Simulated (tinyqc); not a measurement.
Inside a calculation. Method: Hubbard chain of 2 sites. Computed by tinyqc, a small Python program that keeps every step. Settings: hopping = 0.91, U = 2.7, mixing = 0.5, iteration cap = 63. Command: `OMP_NUM_THREADS=1 python tinyqc.py 30401 30402 out.jsonl` (the two numbers bound the seeds that draw the settings). One thread of a shared host (Intel(R) Xeon(R) Processor @ 2.60GHz), about 0.2 s of CPU time with the checks. Later iterations appear only in the table of the cycle.

## Mean-field iteration 1

one-body matrix (hopping and site energies) (eV):
```
          1         2
1   0.82000  -0.91000
2  -0.91000   0.46000
```

U = 2.70000 eV

electrons, up and down: 1  1

mixing = 0.50000

n(up) at the start (a guess, not normalised): 1 0.80000, 2 0.20000

n(down) at the start (a guess): 1 0.20000, 2 0.80000

H(up) = T + U n(down), H(down) = T + U n(up); fill the lowest levels; n(new) = n + mixing (n(out) - n); E = tr T (rho up + rho down) + U sum n_up n_down of the output.

levels, up (eV): 0.88320  3.09680

levels, down (eV): 0.64531  3.33469

energy = 0.67017 eV

n(up) after iteration 1: 1 0.79230, 2 0.20770

n(down) after iteration 1: 1 0.16594, 2 0.83406

## Mean-field iteration 2

As before.

levels, up (eV): 0.82840  3.15160

levels, down (eV): 0.66053  3.31947

energy = 0.66318 eV

n(up) after iteration 2: 1 0.80153, 2 0.19847

n(down) after iteration 2: 1 0.15071, 2 0.84929

## Convergence

Each step fills the lowest levels of T + U n(other spin) and sets n(new) = n + mixing (n(out) - n); stop when output and input agree to 1e-8.

Course of the cycle:
```
iteration     E (eV)  largest |n(out) - n(in)|  mean |n_up - n_down|
1          0.6701720                  6.81e-02               0.65272
2          0.6631838                  3.05e-02               0.67527
3          0.6613163                  1.97e-02               0.69008
4          0.6603052                  1.62e-02               0.70087
5          0.6597346                  1.26e-02               0.70882
6          0.6594163                  9.53e-03               0.71468
7          0.6592407                  7.14e-03               0.71899
8          0.6591447                  5.31e-03               0.72215
9          0.6590924                  3.93e-03               0.72447
10         0.6590642                  2.90e-03               0.72617
11         0.6590489                  2.13e-03               0.72741
...              ...                       ...                   ...
41         0.6590312                  1.83e-07               0.73081
42         0.6590312                  1.34e-07               0.73081
43         0.6590312                  9.77e-08               0.73081
44         0.6590312                  7.15e-08               0.73081
45         0.6590312                  5.23e-08               0.73081
46         0.6590312                  3.82e-08               0.73081
47         0.6590312                  2.80e-08               0.73081
48         0.6590312                  2.05e-08               0.73081
49         0.6590312                  1.50e-08               0.73081
50         0.6590312                  1.09e-08               0.73081
51         0.6590312                  8.00e-09               0.73081
```

local moments n_up - n_down: 1 0.73081, 2 -0.73081

Converged in 51 iterations. Before convergence this energy mixes input and output and is not variational, so it may rise towards its limit.

## The many-body Hamiltonian

Basis: all placements (u, d, 2, 0 on each site), up operators ordered before down ones; hops carry the sign of the same-spin electrons passed.

H (eV), lower triangle:
```
          20        ud        du       02
20   4.34000
ud  -0.91000   1.28000
du  -0.91000   0.00000   1.28000
02   0.00000  -0.91000  -0.91000  3.62000
```

## Exact diagonalisation (4 states)

Lowest levels of the sector, and the double occupancy of the lowest state.

lowest levels (eV): 0.35669  1.28000  3.88515  4.99816

double occupancy per site = 0.10314

The mean-field solution above lies 0.3023 eV above the exact energy.
